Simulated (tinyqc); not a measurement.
Standing waves and exposure in a photoresist film, step by step. Values are carried at full precision from step to step, so a last printed digit may differ when a step is redone from the rounded ones.

Normal incidence from air. Unexposed resist: N1 = n1 + i k1 with k1 = (A + B) lam/(4 pi), lam in micrometres. r01 = (1 - N1)/(1 + N1), t01 = 2/(1 + N1). Substrate Ns = ns + i ks: r12 = (N1 - Ns)/(N1 + Ns). With p = exp(2 pi i N1 d/lam), the field at depth z is E(z) = t01 [exp(2 pi i N1 z/lam) + r12 p^2 exp(-2 pi i N1 z/lam)]/(1 + r01 r12 p^2), the relative intensity I(z) = n1 |E(z)|^2 and the reflectance R = |(r01 + r12 p^2)/(1 + r01 r12 p^2)|^2.

Values chosen for the exercise (a resist on W, indices near tabulated ones; shifted at random, so the results belong to these values and not to a real crystal):
```
symbol  value  unit          meaning
lam     365    nm            vacuum wavelength
n1      1.733                resist index
A       0.33   1/micrometre  bleachable absorption (Dill A)
B       0.07   1/micrometre  fixed absorption (Dill B)
d       1137   nm            resist thickness
ns      3.351                substrate n
ks      2.402                substrate k
C       0.025  cm^2/mJ       exposure rate (Dill C)
D       20     mJ/cm^2       incident dose
Ld      30     nm            diffusion length of the post-exposure bake
```

## Interface coefficients

Form N1, r01, t01 and r12.

N1 = 1.73300+0.01162i
r01 = -0.2682-0.0031i
t01 = 0.7318-0.0031i
r12 = -0.4419-0.2604i
|r12|^2 = 0.2631

Next to the bottom the intensity swings by a factor ((1 + |r12|)/(1 - |r12|))^2 = 9.65 between antinode and node.

## Round trip and reflectance

Form p^2, the denominator and R; the period of the standing wave is lam/(2 n1).

p^2 = 0.1840-0.6073i
1 + r01 r12 p^2 = 1.0649-0.0584i
R = 0.2681
period = 105.31 nm

The film holds 10.80 periods.

## Intensity and exposure over the lowest period

Nine depths from d - period to d. Without bleaching during the exposure the share of unexposed compound is m = exp(-C D I).

Profile:
```
z (nm)      I      m
1031.7  0.213  0.899
1044.9  0.154  0.926
1058.0  0.397  0.820
1071.2  0.797  0.671
1084.3  1.120  0.571
1097.5  1.174  0.556
1110.7  0.928  0.629
1123.8  0.523  0.770
1137.0  0.196  0.906
```

I runs from 0.154 to 1.174 on these points, so m runs from 0.556 to 0.926; the least exposed point listed lies 92.1 nm above the bottom.

## Smoothing by the bake

Gaussian diffusion of length Ld multiplies a cosine of period L by exp(-2 pi^2 Ld^2/L^2). Give that factor, and the Ld that leaves 10 %.

factor = 0.202
Ld for 10 % = 35.97 nm

## Checks

- R against the transfer-matrix product: both 0.26811.
- Absorption (A + B) d times the mean of I against 1 - R - T: both 0.352.

Computed by tinyqc, a small Python program: `OMP_NUM_THREADS=1 python tinyqc.py 1680383 1680384 out.jsonl` (the numbers bound the seed that draws the inputs); one thread of a shared host (Intel(R) Xeon(R) Processor @ 2.30GHz), about 0.01 s for the whole set of steps.
